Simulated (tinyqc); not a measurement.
Worked calculation: global model of a low-pressure process discharge: electron temperature, density, ion flux and ion energy. Computed by tinyqc, a small Python program that keeps every step. Command: `OMP_NUM_THREADS=1 python tinyqc.py 3110587 3110588 out.jsonl plasma walk`. One thread of a shared host (Intel(R) Xeon(R) Processor @ 2.30GHz), about 0.01 s of CPU time with the checks. Intermediate numbers are printed to about 7 digits and carried at full precision; extremes and crossings named in words are read from the listed rows.

Maxwellian electrons with temperature T_e in eV, one positive ion, no negative ions, uniform bulk density n; rate constants have the Arrhenius form.

Inputs (values chosen for the exercise, of the order of those of an inductive discharge in a simple atomic gas):
```
quantity                          value   unit
ion mass M                           40      u
ionisation prefactor K0         6.2e-14  m^3/s
ionisation energy E_iz             16.7     eV
excitation prefactor X0           4e-14  m^3/s
excitation energy E_ex             11.7     eV
elastic rate constant K_el        1e-13  m^3/s
ion-neutral cross section       1.1e-18    m^2
pressure p                          1.7     Pa
gas temperature T_g                 300      K
radius R                             23     cm
height L                             16     cm
absorbed power P                   1400      W
bias power P_b                       11      W
radius of the biased electrode        5     cm
bias frequency                       27    MHz
mixing                              0.2      -
```

Constants: k_B = 1.380649e-23 J/K; e = 1.602176634e-19 C; u = 1.6605390666e-27 kg; m_0 = 9.1093837015e-31 kg; eps_0 = 8.8541878128e-12 F/m.

## Geometry factors

n_g = p/(k_B T_g); lambda_i = 1/(n_g sigma); h_L = 0.86/sqrt(3 + L/(2 lambda_i)), h_R = 0.8/sqrt(4 + R/lambda_i); A_eff = 2 pi R^2 h_L + 2 pi R L h_R; d_eff = pi R^2 L/A_eff.

gas density n_g = 4.104350e+20 1/m^3

ion mean free path = 0.2214945 cm

h_L = 0.1375019

h_R = 0.07703710

A_eff = 635.1555 cm^2

d_eff = 41.86446 cm

Caution: at so short an ion path the formulas for h_L and h_R give way to the ambipolar-diffusion limit.

## A fixed-point cycle for T_e

Particle balance: K0 exp(-E_iz/T_e) n_g d_eff = u_B, u_B = sqrt(e T_e/M). Cycle: T_out = T sqrt(loss/creation) with loss/creation = u_B/(K0 exp(-E_iz/T) n_g d_eff); T -> T + mixing (T_out - T), kept between 0.3 and 60 eV, from 3 eV; stop at |T_out - T| < 1e-9 eV or after 60 steps.

Course:
```
step    T (eV)  T_out (eV)  residual (eV)
0     3.000000    0.770988  -2.229012e+00
1     2.554198    1.024925  -1.529272e+00
2     2.248343    1.363297  -8.850456e-01
3     2.071334    1.690084  -3.812502e-01
4     1.995084    1.881301  -1.137826e-01
5     1.972327    1.946267  -2.606007e-02
6     1.967115    1.961723  -5.392851e-03
...        ...         ...            ...
10    1.965767    1.965758  -8.780600e-06
11    1.965765    1.965763  -1.760158e-06
12    1.965765    1.965764  -3.528381e-07
13    1.965765    1.965764  -7.072917e-08
14    1.965764    1.965764  -1.417821e-08
15    1.965764    1.965764  -2.842134e-09
16    1.965764    1.965764  -5.697283e-10
```

last residual = 5.697283e-10 eV

Converged in 17 steps.

## Electron temperature

Root found by bracketing.

T_e = 1.965764 eV

Bohm velocity u_B = 2177.541 m/s

K_iz = 1.267292e-17 m^3/s

## Energy per pair and density

E_c = E_iz + (X0 exp(-E_ex/T_e) E_ex + K_el (3 m_0/M) T_e)/K_iz; wall potential V_s = (T_e/2) ln(M/(2 pi m_0)); E_T = E_c + 2 T_e + T_e/2 + V_s; n = P/(e u_B A_eff E_T); ion current density J = e h_L n u_B; ionised share n/n_g.

collisional loss per pair E_c = 113.3887 eV

wall potential V_s = 9.198972 V

E_T = 127.5020 eV

plasma density n = 4.955119e+11 1/cm^3

ion current density J = 2.377056 mA/cm^2

ionised share = 0.001207285

Collisions take 89 % of the power and the walls the rest. T_e came from the particle balance alone; the power sets only n.

## Biased electrode

All bias power goes to ions: V_b = P_b/(J pi r^2). Debye length at the sheath edge lambda_D = sqrt(eps_0 T_e/(e h_L n)); Child-law sheath s = (sqrt2/3) lambda_D (2 V/T_e)^(3/4), V = V_b + V_s; ion transit time tau_i = 3 s sqrt(M/(2 e V)); collisions in the sheath s/lambda_i.

bias voltage V_b = 58.92009 V

lambda_D = 39.93039 micrometre

sheath width s = 0.4521397 mm

ion transit time = 74.82453 ns

transit time over bias period = 2.020262

s/lambda_i = 0.2041314

## Pressure series at fixed power

n_g = p/(k_B T_g), lambda_i = 1/(n_g sigma), K_iz = K0 exp(-E_iz/T_e), h_L = 0.86/sqrt(3 + L/(2 lambda_i)), h_R = 0.8/sqrt(4 + R/lambda_i), A_eff = 2 pi R^2 h_L + 2 pi R L h_R and d_eff = pi R^2 L/A_eff follow p. E_c = E_iz + (X0 exp(-E_ex/T_e) E_ex + K_el (3 m_0/M) T_e)/K_iz; E_T = E_c + (5/2) T_e + (T_e/2) ln(M/(2 pi m_0)); n = P/(e u_B A_eff E_T); J = e h_L n u_B. Pressures without a root below 2 E_iz are left out.

Against pressure:
```
p (Pa)  T_e (eV)  E_c (eV)  E_T (eV)    n (1/cm^3)  J (mA/cm^2)
0.1     3.929620   43.6612   71.8743  2.140844e+11     4.011804
0.2     3.186693   52.9870   75.8661  2.731278e+11     3.875254
0.5     2.527778   71.3871   89.5355  3.628663e+11     3.344944
1.0     2.177082   92.0472  107.6778  4.372933e+11     2.804137
2.0     1.908799  121.1239  134.8283  5.132373e+11     2.249779
5.0     1.640149  178.7244  190.5000  6.090143e+11     1.597008
10.0    1.482280  244.5833  255.2254  6.722484e+11     1.193220
20.0    1.352331  341.9019  351.6111  7.203388e+11     0.866575
```

T_e falls from 3.93 to 1.35 eV, n changes by a factor 3.4 and J by 0.22; in J = P h_L/(A_eff E_T), E_T changes by a factor 4.89.

Checks made by the program: cycle against bracketing (relative difference below 1e-10).
